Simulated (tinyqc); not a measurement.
Changing the mean atomic mass M: estimate of lattice thermal conductivity from elastic moduli (Slack, Klemens and Cahill formulas). Computed by tinyqc, a small Python program. Command: `OMP_NUM_THREADS=1 python tinyqc.py 3031975 3031976 out.jsonl slack sweep`. One thread of a shared host (Intel(R) Xeon(R) Processor @ 2.30GHz), about 0.01 s of CPU time with the checks.

An isotropic solid.

Inputs (values chosen for the exercise, for a model crystal): bulk modulus B = 168 GPa; shear modulus G = 102 GPa; volume per atom V = 29.3 angstrom^3; atoms per primitive cell n = 2; volume expansion coefficient alpha_V = 17.7 ppm/K; temperature T = 500 K; disorder parameter Gamma = 0.12; grain size d = 1200 nm.

Grueneisen parameter: from thermal expansion.

Constants: u = 1.6605390666e-27 kg; hbar = 1.054571817e-34 J s; k_B = 1.380649e-23 J/K; h = 6.62607015e-34 J s.

Method:
- rho = M/V; vL = sqrt((B + 4G/3)/rho), vT = sqrt(G/rho); v_m = [(vL^-3 + 2 vT^-3)/3]^(-1/3); Poisson ratio sigma = (3B - 2G)/(6B + 2G); Theta = hbar v_m (6 pi^2/V)^(1/3)/k_B.
- gamma = alpha_V B V/(3 k_B), with the classical heat capacity 3 k_B per atom.
- Slack, an estimate for T near or above Theta_a: kappa = A M Theta_a^3 delta n^(1/3)/(gamma^2 T) in W/(m K), with M in u, delta = V^(1/3) in angstrom, Theta_a = Theta n^(-1/3) and A = 2.43e-6/(1 - 0.514/gamma + 0.228/gamma^2).
- High-temperature forms with the classical heat capacity. Klemens: kappa/kappa_0 = arctan(u)/u, u^2 = pi^2 Theta V Gamma kappa_0/(h v_m^2). Grains: 1/kappa_poly = 1/kappa + 1/(C v_m d/3), C = 3 k_B/(n V), the acoustic branches alone.
- Cahill minimum: kappa_min = (pi/6)^(1/3) k_B V^(-2/3) sum over L, T, T of v (T/Theta_i)^2 int_0^(Theta_i/T) x^3 e^x/(e^x - 1)^2 dx, Theta_i = Theta v_i/v_m (64 Gauss-Legendre points).
- Its high-temperature limit is (1/2) (pi/6)^(1/3) k_B V^(-2/3) (vL + 2 vT).

One run for each value; columns: (1) mean atomic mass M (u); (2) kappa of the perfect crystal (W/(m K)); (3) Debye temperature Theta (K); (4) kappa_min (W/(m K)); (5) kappa with point defects (W/(m K)):
```
(1)     (2)     (3)     (4)     (5)
10   78.569  1437.9  1.9063  20.982
15   64.151  1174.1  1.7613  17.132
24   50.716   928.2  1.5446  13.544
36   41.410   757.9  1.3427  11.058
55   33.502   613.1  1.1371   8.947
85   26.949   493.2  0.9443   7.197
130  21.791   398.8  0.7796   5.819
200  17.569   321.5  0.6373   4.692
```

What does the table show, and why?

Over the rows, kappa of the perfect crystal (W/(m K)) falls from 78.6 to 17.6 (exponent d ln y / d ln x about -0.50 throughout); Debye temperature Theta (K) falls from 1440 to 322 (exponent d ln y / d ln x about -0.50 throughout); kappa_min (W/(m K)) falls from 1.91 to 0.637 (exponent d ln y / d ln x -0.20 between the first rows and -0.47 between the last). The exponent of kappa of the perfect crystal stays at -0.50: M Theta^3 scales as M^(-1/2) at fixed moduli. The exponent of Debye temperature Theta stays at -0.50: velocities scale as rho^(-1/2). At fixed moduli and volume a heavier crystal has slower sound: every velocity and Theta go as M^(-1/2), and so does kappa_min once T is well above Theta.

Caution (rows 10.0, 15.0, 24.0, 36.0): T lies below Theta_a, where umklapp processes begin to freeze out and the Slack formula can fall short.

Extremes, crossings and ranges named in words are read from the listed rows.
